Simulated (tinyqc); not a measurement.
# Born-von Karman spring model of a cubic crystal with one atom per cell, step by step

A worked calculation. Computed by tinyqc, a small Python program that keeps every step. Command: `OMP_NUM_THREADS=1 python tinyqc.py 3023508 3023509 out.jsonl springs walk`. One thread of a shared host (Intel(R) Xeon(R) Processor @ 2.30GHz), about 0.2 s of CPU time with the checks. Intermediate numbers are printed to about 7 digits and carried at full precision; extremes and crossings named in words are read from the listed rows.

First neighbours lie at a/2 (1,1,0) (12 of them), second at a (1,0,0) (6), with all permutations and signs; the volume per atom is Omega = a^3/4. Two shells of springs match a real metal only roughly, above all at the zone boundary.

Inputs (values chosen for the exercise, modelled on gold): lattice constant a = 4.08 angstrom; atomic mass M = 196.97 u; radial spring k1L = 2.12 eV/angstrom^2; transverse spring k1T = -0.32 eV/angstrom^2; radial spring k2L = 0.22 eV/angstrom^2; transverse spring k2T = -0.056 eV/angstrom^2; mesh divisions n = 10; temperature T = 100 K.

Lattice: fcc.

wave vector q (2 pi/a): [0.73, 0.38, 0]

Constants: nu for 1 eV/(angstrom^2 u) = 15.6333042 THz; 1 eV/angstrom^3 = 160.2176634 GPa; u = 1.6605390666e-27 kg; h x 1 THz = 4.135667696 meV; k_B = 8.617333262e-05 eV/K; hbar^2/u = 4.18015928e-03 eV angstrom^2; hbar = 1.054571817e-34 J s; k_B = 1.380649e-23 J/K.

## Dynamical matrix at q

A neighbour at R with unit vector n couples by the matrix K(R) = kL n n^T + kT (1 - n n^T), and D(q) = (1/M) sum_R K(R) [1 - cos(q.R)].

D(q) (eV/(angstrom^2 u)), rows x, y, z:
```
[[0.05051443, 0.01727921, 0.00000000],
 [0.01727921, 0.02670145, 0.00000000],
 [0.00000000, 0.00000000, 0.03220888]]
```

## Frequencies and polarisations

Diagonalise D. An eigenvalue lambda of D in eV/(angstrom^2 u) gives nu = 15.6333042 THz x sqrt(lambda). Eigenvectors are columns, with the largest component positive; the longitudinal weight is (e.q)^2/q^2.

eigenvalues (eV/(angstrom^2 u)): [0.01762376, 0.03220888, 0.05959211]

frequencies (THz): [2.075392, 2.805683, 3.816323]

polarisation vectors, rows x, y, z, columns mode 1, mode 2, mode 3:
```
[[-0.465079, 0.000000, 0.885269],
 [0.885269, 0.000000, 0.465079],
 [0.000000, 1.000000, 0.000000]]
```

longitudinal weights: [0.0000142, 0.0000000, 0.9999858]

Mode 3 is the most longitudinal, with weight 1.00.

## Elastic constants from long waves

[ij,kl] = (1/(2 Omega)) sum_R K_ij R_k R_l; C11 = [xx,xx], C44 = [xx,yy], C12 = 2 [xy,xy] - C44; B = (C11 + 2 C12)/3; Zener ratio A = 2 C44/(C11 - C12). K(R) = kL n n^T + kT (1 - n n^T).

C11 = 175.9253 GPa

C12 = 154.8771 GPa

C44 = 36.75582 GPa

bulk modulus B = 161.8931 GPa

Zener ratio A = 3.492537

C12 - C44 = 118.12 GPa: the Cauchy relation fails because sum_R kT R^2 is not zero; a negative sum gives a positive Cauchy pressure.

## Sound velocities

rho = M/Omega and v = sqrt(C/rho), with C = C11, C44, C44 along [100]; (C11 + C12 + 2 C44)/2, C44, (C11 - C12)/2 along [110]; (C11 + 2 C12 + 4 C44)/3 and twice (C11 - C12 + C44)/3 along [111].

density rho = 19263.21 kg/m^3

Velocities (m/s):
```
direction  longitudinal  transverse 1  transverse 2
[100]          3022.037      1381.334      1381.334
[110]          3239.515      1381.334       739.142
[111]          3308.833      1000.124      1000.124
```

Along [110] the two transverse waves differ by a factor sqrt(2 C44/(C11 - C12)) = 1.869.

## Frequencies at the zone boundary

The formulas are those given above.

Frequencies (THz) at points given in 2 pi/a:
```
point                  nu 1      nu 2      nu 3
X (1, 0, 0)        2.399439  2.399439  4.226997
L (0.5, 0.5, 0.5)  1.351464  1.351464  4.471214
W (1, 0.5, 0)      2.617100  3.396243  3.396243
K (0.75, 0.75, 0)  2.127684  3.253020  3.765478
```

## Highest frequency at X

Take the highest frequency at X = (1, 0, 0) (2 pi/a).

highest frequency at X = 4.226997 THz

## Dispersion against the sound-wave line

The last column divides the top branch by the straight line with its slope at G. End points in 2 pi/a: X = (1, 0, 0), L = (0.5, 0.5, 0.5).

Frequencies (THz) along two lines:
```
line  fraction of the way      nu 1      nu 2      nu 3  nu 3 / linear
G-X                  0.10  0.338158  0.338158  0.735878      0.9934963
G-X                  0.25  0.839148  0.839148  1.778367      0.9603768
G-X                  0.40  1.318220  1.318220  2.675950      0.9031884
G-X                  0.55  1.748667  1.748667  3.375868      0.8286729
G-X                  0.70  2.094939  2.094939  3.859993      0.7444728
G-X                  0.85  2.320833  2.320833  4.137491      0.6571713
G-X                  1.00  2.399439  2.399439  4.226997      0.5706796
G-L                  0.10  0.211416  0.211416  0.699452      0.9958927
G-L                  0.25  0.517183  0.517183  1.711060      0.9744954
G-L                  0.40  0.794371  0.794371  2.628114      0.9354893
G-L                  0.55  1.027662  1.027662  3.399938      0.8801627
G-L                  0.70  1.204164  1.204164  3.983881      0.8103320
G-L                  0.85  1.314123  1.314123  4.347674      0.7282705
G-L                  1.00  1.351464  1.351464  4.471214      0.6366198
```

Along G-X the top branch ends at 57 % of its linear extrapolation. Along G-L the top branch ends at 64 % of its linear extrapolation, which is the 2/pi of a pure sine: planes normal to this line couple to their next planes alone. A Debye model keeps the straight line throughout.

## Thermal sums on a mesh

Mesh: q = sum_i (m_i + 1/2)/n b_i, m_i = 0..n-1, with b = [[-1, 1, 1], [1, -1, 1], [1, 1, -1]] in 2 pi/a; sums are averages over the n^3 points, per atom. With x = h nu/(k_B T) and n = 1/(exp(x) - 1) for each mode: F = k_B T [x/2 + ln(1 - exp(-x))], U = k_B T x (n + 1/2), S/k_B = x n - ln(1 - exp(-x)), C/k_B = x^2 n (n + 1). <u_x^2> = (1/3) sum over modes of hbar^2/(2 M h nu) coth(x/2); zero-point energy = sum h nu/2. <u_x^2> converges slowly with the mesh, from below, with an error of order 1/n.

free energy F = 4.877384 meV/atom

energy U = 29.47546 meV/atom

entropy S = 2.854488 k_B/atom

heat capacity C = 2.612895 k_B/atom

<u_x^2> = 0.003659241 angstrom^2

zero-point energy = 15.92357 meV/atom

C is 87 % of the classical 3 k_B, and the zero-point energy is 54 % of U.

## Debye temperature from the elastic constants

Christoffel matrix G_xx = C11 n_x^2 + C44 (1 - n_x^2), G_xy = (C12 + C44) n_x n_y, with eigenvalues rho v^2; v_m^-3 is the mean of v^-3 over three branches and all directions (12 Gauss-Legendre points in cos(theta) times 24 angles phi = (j + 1/2) pi/12); q_D = (6 pi^2/Omega)^(1/3); Theta = hbar v_m q_D/k_B.

mean velocity v_m = 1206.443 m/s

Debye wave number q_D = 1.516504 1/angstrom

elastic Debye temperature = 139.7472 K

## Full spectrum, Debye and Einstein heat capacities

Mesh: q = sum_i (m_i + 1/2)/n b_i, m_i = 0..n-1, with b = [[-1, 1, 1], [1, -1, 1], [1, 1, -1]] in 2 pi/a; sums are averages over the n^3 points (here n = 14), per atom. Debye: C = 9 k_B (T/Theta)^3 int_0^(Theta/T) x^4 e^x/(e^x - 1)^2 dx with the elastic Theta. Einstein: three modes at the root-mean-square frequency. The last column is the Theta that makes the Debye formula give the full C at that T.

root-mean-square frequency = 2.759265 THz

Heat capacity (k_B/atom):
```
T (K)  full spectrum     Debye  Einstein  Theta from C (K)
17          0.370621  0.386747  0.075426          142.0650
25          0.798210  0.912396  0.425692          149.8657
35          1.300731  1.512414  1.022656          157.0910
49          1.828972  2.062300  1.687481          162.7472
70          2.296538  2.477870  2.245213          166.5789
100         2.612895  2.726326  2.597518          168.7185
140         2.790453  2.855701  2.785987          169.7920
210         2.903476  2.934610  2.902535          170.4338
```

The apparent Theta runs from 142 to 170 K against the elastic 140 K; at high T it tends to sqrt(5/3) h nu_rms/k_B = 171 K. At the lowest T the Debye value is 1.0 and the Einstein value 0.20 times the full one. At the highest T Debye misses by 1.1 % and Einstein by 0.032 %.

Checks made by the program: slopes of the dispersion along [110] against the sound velocities (relative difference 2e-08); F = U - T S (relative difference below 1e-10).
